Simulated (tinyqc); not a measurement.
# Double-gate transistor, scale length and short-channel effects: what changes with what

A body of thickness ts between two insulators of thickness ti and two tied gates. Below threshold the potential that source and drain add obeys Laplace's equation and vanishes on the gate. Its lowest mode decays along the channel as exp(-k y); k is the smallest positive root of the matching condition at the interface, and the scale length is Lambda = pi/k.

Values chosen for this exercise; permittivities: semiconductor close to that of germanium, insulator close to that of silicon dioxide:
```
symbol  value  unit                                     meaning
T         293     K                                 temperature
eps_r    15.9        relative permittivity of the semiconductor
ei       3.77            relative permittivity of the insulator
ti       0.72    nm                         insulator thickness
ts       11.6    nm                              body thickness
L          29    nm                              channel length
Vbi      1.04     V                     potential of the source
sT       0.36     V   potential of the barrier top at threshold
Vds       0.7     V                               drain voltage
```

Constants: q = 1.602176634e-19 C, kB = 1.380649e-23 J/K, Vt = kB T/q. Results are converted to the units shown.

Each table varies one quantity; the others keep the values above.

## A higher permittivity at fixed equivalent oxide thickness

k is the smallest positive root of f(k) = ei cos(k ti) cos(k ts/2) - eps_r sin(k ti) sin(k ts/2). Along the channel psi(y) = s + a exp(y/l) + b exp(-y/l) with psi(0) = Vbi, psi(L) = Vbi + Vds and l = 1/k = Lambda/pi; with A = Vbi - s, B = A + Vds, x = exp(-L/l): a = (B - A x) x/(1 - x^2), b = (A - B x)/(1 - x^2). The minimum is s + 2 sqrt(a b), at y = (l/2) ln(b/a). The long-channel potential follows the gate as s = sT + (Vg - VTL)/m, and the threshold VT is the gate voltage at which the minimum equals sT. Swing = m Vt ln 10/g at threshold, g = d(minimum)/ds = 1 - (b x + a)/((1 + x) sqrt(a b)). DIBL = [VT(0.05 V) - VT(Vds)]/(Vds - 0.05 V). sT and Vbi are held fixed; m = 1. The equivalent oxide thickness 3.9 ti/ei is held at 0.74 nm, so ti = 0.74 ei/3.9 nm.

A higher permittivity at fixed equivalent oxide thickness:
```
ei	ti (nm)	Lambda (nm)	L/Lambda	DIBL (mV/V)	swing (mV/decade)
3.9	0.7400	17.14	1.692	67.76	68.09
5	0.9487	17.16	1.690	68.00	68.12
7.5	1.423	17.22	1.684	68.78	68.23
10	1.897	17.31	1.675	69.89	68.39
15	2.846	17.57	1.650	73.22	68.87
20	3.795	17.96	1.615	78.26	69.59
25	4.744	18.49	1.568	85.40	70.60
35	6.641	20.02	1.448	107.8	73.77
```

What does the comparison show?

As ei goes from 3.9 to 35, Lambda rises from 17.1 to 20.0 nm, DIBL rises from 67.8 to 108 mV/V and the swing rises from 68.1 to 73.8 mV a decade. The ratio ei/ti is the same in every row, yet the insulator grows from 0.740 to 6.64 nm, and drain fields reach the channel sideways through it. At ei = 35 L is under 1.5 Lambda, where higher modes, left out of the one-mode potential, count.

## Effect of the insulator thickness

Same model as above.

Effect of the insulator thickness:
```
ti (nm)	Lambda (nm)	L/Lambda	VT - VTL at Vds (mV)	DIBL (mV/V)	swing (mV/decade)
0.24	13.59	2.134	-73.17	31.03	62.77
0.31	14.15	2.050	-84.42	35.85	63.48
0.4	14.85	1.953	-99.66	42.40	64.43
0.53	15.82	1.833	-123.0	52.45	65.89
0.68	16.89	1.717	-151.4	64.75	67.66
0.89	18.31	1.584	-193.2	82.96	70.25
1.2	20.25	1.432	-258.3	111.4	74.27
```

As ti goes from 0.24 to 1.2 nm, Lambda rises from 13.6 to 20.3 nm, DIBL rises from 31.0 to 111 mV/V and the swing rises from 62.8 to 74.3 mV a decade. On average Lambda goes as ti^(0.25). At ti = 1.2 nm L is under 1.5 Lambda, where higher modes, left out of the one-mode potential, count.

## Effect of the drain voltage

Same model as above.

The same in every row: Lambda (nm) = 17.170; L/Lambda = 1.6890.

Effect of the drain voltage:
```
Vds (V)	VT - VTL at Vds (mV)	DIBL (mV/V)	swing (mV/decade)
0.2	-126.25	75.806	67.685
0.35	-136.81	73.103	67.796
0.5	-146.73	70.783	67.934
0.65	-156.13	68.756	68.088
0.8	-165.10	66.961	68.253
0.95	-173.70	65.353	68.423
1.1	-181.98	63.901	68.597
```

What does the table show?

As Vds goes from 0.2 to 1.1 V, Lambda stays at 17.2 nm, DIBL falls from 75.8 to 63.9 mV/V and the swing rises from 67.7 to 68.6 mV a decade.

Numbers from tinyqc (`OMP_NUM_THREADS=1 python tinyqc.py 2420001 2420002 out.jsonl`; about 0.01 s on one thread of a shared Intel Xeon 2.30GHz).
